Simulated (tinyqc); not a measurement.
Plane-wave Kohn-Sham cycle with exchange-only LDA in a layered model solid, step by step. One step of it, computed by the program tinyqc.

Question. Iteration 1: levels at that k. Diagonalise the Hermitian matrix.

H (hartree), lower triangle:
```
           -3         -2         -1         +0         +1         +2         +3
-3   9.939914
-2  -0.085000   4.079837
-1   0.085000  -0.085000   0.687160
+0   0.000000   0.085000  -0.085000  -0.238115
+1   0.000000   0.000000   0.085000  -0.085000   1.304011
+2   0.000000   0.000000   0.000000   0.085000  -0.085000   5.313537
+3   0.000000   0.000000   0.000000   0.000000   0.085000  -0.085000  11.790465
```

Give: eigenvalues.

Answer.

eigenvalues (hartree): -0.2522  0.6782  1.3186  4.0824  5.3155  9.9420  11.7923
